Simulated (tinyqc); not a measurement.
What each parameter does: shallow donor in an anisotropic valley (effective-mass theory).

One valley: H = -c [(d2/dx2 + d2/dy2)/mt + (d2/dz2)/ml] - q/(eps r), c = hbar^2/2m0, q = e^2/(4 pi eps0). Trial function exp(-sqrt((x^2 + y^2)/a^2 + z^2/b^2)) with a > b: T = (c/3)(2/(mt a^2) + 1/(ml b^2)), V = -(q/eps) atan(u/b)/u, u = sqrt(a^2 - b^2). The central cell of the impurity is left out.

Constants: hbar^2/2m0 = 3.80998211 eV angstrom^2; e^2/(4 pi eps0) = 14.39964547 eV angstrom.

Parameters, chosen for this exercise (out of a larger set: near those of Ge; not measured data): ml = 1.58 m0 (longitudinal mass); mt = 0.079 m0 (transverse mass); eps = 15.6 (dielectric constant).

The minimum of the trial energy.

One parameter was then changed.

Results before and after:
```
case     E (meV)  a (angstrom)  b (angstrom)    b/a
base       -9.23         64.74         22.72  0.351
changed    -9.57         63.20         20.55  0.325
```

Which of these changes was made? (a) mt = 0.071 m0; (b) ml = 1.975 m0; (c) eps = 17.2.
Answer: (b) ml = 1.975 m0. Of the candidates, run in turn, only this one gives the changed row.

All candidates:
```
case           E (meV)  a (angstrom)  b (angstrom)    b/a
base             -9.23         64.74         22.72  0.351
ml = 1.975 m0    -9.57         63.20         20.55  0.325
mt = 0.071 m0    -8.44         71.19         24.09  0.338
eps = 17.2       -7.59         71.38         25.05  0.351
```

eps only rescales the solution (E as 1/eps^2, lengths as eps), so b/a depends on ml/mt alone.

Program tinyqc; command `OMP_NUM_THREADS=1 python tinyqc.py 1252440 1252441 out.jsonl`; about 0.01 s on one thread of a shared Intel(R) Xeon(R) Processor @ 2.30GHz.
